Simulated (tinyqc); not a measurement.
Three-band (Emery) model of a CuO2 plane downfolded to one band: one step. Loewdin downfolding onto d. Two cases, with inputs chosen for the exercise.

Question. h(E) = H_dd + V (E - H_pp)^-1 V^T with V = H_dp. The level solves E = h(E). Newton: start at E = 0, set Z = 1/(1 - dh/dE) = 1/(1 + |(E - H_pp)^-1 V^T|^2) and E(new) = E + Z (h - E); stop when the step is below 1e-9 eV.

Give: Iterations.

Case 1.

H (eV):
```
            d         px         py
d           0   1.512707  -0.780886
px   1.512707  -3.600000  -0.158146
py  -0.780886  -0.158146  -3.600000
```

Answer.

Iterations:
```
i   E (eV)  h(E) (eV)       Z
0  0.00000    0.83546  0.8058
1  0.67322    0.69961  0.8555
2  0.69580    0.69582  0.8568
3  0.69581    0.69581  0.8568
```

The first value, h(0) = 0.8355 eV, is the energy-independent downfolding; the root is 0.6958 eV, so h(0) is 20 % too high. The final Z is the d weight of the state.

Case 2.

H (eV):
```
            d         px         py
d           0   1.017101  -1.924528
px   1.017101  -2.500000  -0.365298
py  -1.924528  -0.365298  -2.500000
```

Answer.

Iterations:
```
i   E (eV)  h(E) (eV)       Z
0  0.00000    2.17048  0.5001
1  1.08546    1.44781  0.6927
2  1.33646    1.34443  0.7234
3  1.34222    1.34222  0.7240
4  1.34222    1.34222  0.7240
```

The first value, h(0) = 2.1705 eV, is the energy-independent downfolding; the root is 1.3422 eV, so h(0) is 62 % too high. The final Z is the d weight of the state.

Computed by tinyqc, one run a case: `OMP_NUM_THREADS=1 python tinyqc.py N N+1 out.jsonl` with N = 1451744, 1452722; one thread of a shared Intel(R) Xeon(R) Processor @ 2.30GHz, about 0.05 s a run at most.
